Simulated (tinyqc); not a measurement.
Worked calculation: CCD on RHF in the sto-6g basis, frozen core, for BeH2, spin multiplicity 1. One step of it, computed by the program tinyqc.

Question. CCD: starting amplitudes. t_ij^ab = <ij||ab> / (e_i + e_j - e_a - e_b), whose energy is MP2.

orbital energies (hartree): MO1 -4.591323, MO2 -0.452370, MO3 -0.416020, MO4 0.208563, MO5 0.209162, MO6 0.443842, MO7 0.891386

Two-electron integrals over orbitals (pq|rs), unique and non-zero (hartree); the lowest 1 orbital is frozen and left out:
```
p,q,r,s,(pq|rs)
2,2,2,2,0.394441
3,2,3,2,0.164560
3,3,2,2,0.407760
3,3,3,3,0.430760
4,2,2,2,0.003622
4,2,3,3,0.003560
4,2,4,2,0.048430
4,3,3,2,0.004056
4,3,4,3,0.014398
4,4,2,2,0.365470
4,4,3,3,0.352855
4,4,4,2,-0.008694
4,4,4,4,0.450596
5,2,5,2,0.048434
5,3,5,3,0.014240
5,4,5,2,-0.003031
5,4,5,4,0.024423
5,5,2,2,0.365736
5,5,3,3,0.352941
5,5,4,2,-0.002671
5,5,4,4,0.401512
5,5,5,5,0.450117
6,2,2,2,-0.022938
6,2,3,3,-0.045728
6,2,4,2,-0.001056
6,2,4,4,0.055228
6,2,5,5,0.055793
6,2,6,2,0.079203
6,3,3,2,-0.093691
6,3,4,3,-0.003313
6,3,6,3,0.082986
6,4,2,2,0.001313
6,4,3,3,-0.000813
6,4,4,2,0.046544
6,4,4,4,-0.002324
6,4,5,5,0.001904
6,4,6,2,0.006910
6,4,6,4,0.050636
6,5,5,2,0.047214
6,5,5,4,-0.002144
6,5,6,5,0.051212
6,6,2,2,0.394527
6,6,3,3,0.404908
6,6,4,2,0.008677
6,6,4,4,0.366300
6,6,5,5,0.367133
6,6,6,2,-0.030833
6,6,6,4,0.005908
6,6,6,6,0.410537
7,2,3,2,-0.044506
7,2,4,3,-0.003847
7,2,6,3,0.061844
7,2,7,2,0.057635
7,3,2,2,-0.005469
7,3,3,3,-0.020499
7,3,4,2,-0.005517
7,3,4,4,0.061414
7,3,5,5,0.061400
7,3,6,2,0.074491
7,3,6,4,0.002465
7,3,6,6,-0.023708
7,3,7,3,0.083757
7,4,3,2,-0.009351
7,4,4,3,0.013477
7,4,6,3,0.005463
7,4,7,2,0.001443
7,4,7,4,0.017172
7,5,5,3,0.013685
7,5,7,5,0.016574
7,6,3,2,0.142664
7,6,4,3,0.004553
7,6,6,3,-0.093297
7,6,7,2,-0.054527
7,6,7,4,-0.008080
7,6,7,6,0.139315
7,7,2,2,0.423920
7,7,3,3,0.442271
7,7,4,2,0.000698
7,7,4,4,0.388961
7,7,5,5,0.388755
7,7,6,2,-0.032796
7,7,6,4,-0.002455
7,7,6,6,0.432686
7,7,7,3,-0.008598
7,7,7,7,0.483308
```

Give: Starting amplitudes; correlation energy.

Answer.

Starting amplitudes (spin orbitals 1a, 1b, ...; amplitudes related by a flip of all spins are not repeated):
```
from,to,t
3a 3b,6a 6b,-0.048
2a 2b,6a 6b,-0.044
2a 2b,4a 4b,-0.037
2a 2b,5a 5b,-0.037
2a 3b,6a 7b,-0.034
3a 3b,7a 7b,-0.032
2a 3b,6b 7a,0.028
2a 2b,7a 7b,-0.021
3a 3b,4a 4b,-0.012
3a 3b,5a 5b,-0.011
2a 3a,6a 7a,-0.006
2a 3b,4a 7b,2.80e-03
3a 3b,4a 6b,2.23e-03
2a 3b,4b 7a,-1.95e-03
2a 3a,4a 7a,8.49e-04
2a 2b,4a 6b,6.78e-04
```

correlation energy = -0.02402 hartree
